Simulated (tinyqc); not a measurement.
# Four-point probe at the centre of a round wafer

Four collinear probes with spacing s at the centre of a thin disc of diameter d with an insulating edge: Rs = C V/I, C = pi/{ln 2 + ln[((d/s)^2 + 3)/((d/s)^2 - 3)]}; C tends to pi/ln 2 = 4.5324. x = d/s.

Inputs (values chosen for the exercise):
```
symbol,value,unit,meaning
ns,8.7e11,cm^-2,sheet density of the layer
mu,46,cm^2/(V s),drift mobility
I,100,uA,current
```

Constants: q = 1.602176634e-19 C. Results are converted to the units shown.

Four-point probe at the centre of a round wafer:

| x | C | C over its limit | V for Rs = 1/(q ns mu) (mV) |
|---|---|---|---|
| 4 | 2.9289 | 0.64621 | 5324.9 |
| 5 | 3.3625 | 0.74188 | 4638.2 |
| 7.5 | 3.9274 | 0.86653 | 3971.1 |
| 10 | 4.1712 | 0.92031 | 3739.0 |
| 15 | 4.3644 | 0.96295 | 3573.4 |
| 20 | 4.4364 | 0.97882 | 3515.5 |
| 40 | 4.5080 | 0.99462 | 3459.6 |
| 100 | 4.5284 | 0.99914 | 3444.0 |

What does the table show?

C rises from 2.929 to 4.528. Using 4.5324 overstates Rs by 54.7 % in the first row and by under 1 % from d/s = 40 on among the rows.

tinyqc, about 0.01 s, one thread, Intel Xeon 2.30GHz (shared host): `OMP_NUM_THREADS=1 python tinyqc.py 2850145 2850146 out.jsonl`
